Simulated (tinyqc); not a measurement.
Thin-film transistor with exponential tail and deep states, accumulation layer: effect of the characteristic temperature of the tail.

An undoped film in accumulation, thicker than the space-charge layer. With band bending psi the Fermi level lies E0 - psi below the band edge. Free electrons n = n0 exp(psi/Vt) carry the current; electrons in two exponential distributions of traps, a = a0 exp(psi/Va) and d = d0 exp(psi/Vp), do not. Linear regime, ohmic contacts, traps in equilibrium.

Va = kB Tt/q, Vp = kB Td/q; n0 = Nc exp(-E0/Vt), a0 = Nt th(T/Tt) exp(-E0/Va), d0 = Nd th(T/Td) exp(-E0/Vp), th(x) = pi x/sin(pi x). G(psi) = sum over the three kinds of c0 [V (exp(psi/V) - 1) - psi], field F = sqrt(2 q G/(eps0 eps_r)); Vg = psi + eps0 eps_r F/Ci at the surface. Total charge Q = Ci (Vg - psi_s); free charge Qf = q times the integral of n0 (exp(psi/Vt) - 1)/F over psi from 0 to psi_s; I = (W/L) mb Qf Vd; effective mobility mb Qf/Q.

Parameters, values chosen for the exercise; values close to those of amorphous silicon:
- T = 250 K (temperature)
- eps_r = 11.8 (relative permittivity of the semiconductor)
- Nc = 4.8e19 cm^-3 (density of extended states)
- mb = 10 cm^2/(V s) (band mobility)
- Nt = 6e19 cm^-3 (total density of tail states)
- Nd = 7.4e17 cm^-3 (total density of deep states)
- Td = 1040 K (characteristic temperature of the deep states)
- E0 = 0.46 eV (bulk Fermi level below the band edge)
- Ci = 20 nF/cm^2 (gate capacitance)
- WL = 20 (ratio W/L)
- Vd = 0.2 V (drain voltage)
- Vg = 17 V (gate voltage above flat band)

Constants: q = 1.602176634e-19 C, kB = 1.380649e-23 J/K, Vt = kB T/q, eps0 = 8.8541878128e-14 F/cm where lengths are in cm. Results are converted to the units shown.

Effect of the characteristic temperature of the tail:

| Tt (K) | E0 - psi_s (eV) | Q (nC/cm^2) | free share (%) | effective mobility (cm^2/(V s)) | I (nA) |
|---|---|---|---|---|---|
| 310 | 0.08590 | 332.5 | 4.525 | 0.4525 | 601.8 |
| 350 | 0.08733 | 332.5 | 4.042 | 0.4042 | 537.6 |
| 390 | 0.09188 | 332.6 | 3.149 | 0.3149 | 418.9 |
| 430 | 0.09805 | 332.8 | 2.287 | 0.2287 | 304.4 |
| 470 | 0.1053 | 332.9 | 1.588 | 0.1588 | 211.5 |
| 510 | 0.1133 | 333.1 | 1.069 | 0.1069 | 142.4 |
| 550 | 0.1219 | 333.2 | 0.7023 | 0.07023 | 93.62 |
| 590 | 0.1309 | 333.4 | 0.4541 | 0.04541 | 60.56 |

As Tt goes from 310 to 590 K, the free share falls from 4.52 to 0.454 %, the distance of the Fermi level from the edge rises from 0.0859 to 0.131 eV and the current falls from 602 to 60.6 nA. Q varies by only 0.27 %: the gate sets the charge, the traps decide how much of it moves. For Tt = 310 to 390 K the th form, which assumes a Fermi level far below the edge, overcounts the filled tail at the surface by more than 15 %.

tinyqc, about 0.01 s, one thread, Intel Xeon 2.30GHz (shared host): `OMP_NUM_THREADS=1 python tinyqc.py 2610032 2610033 out.jsonl`
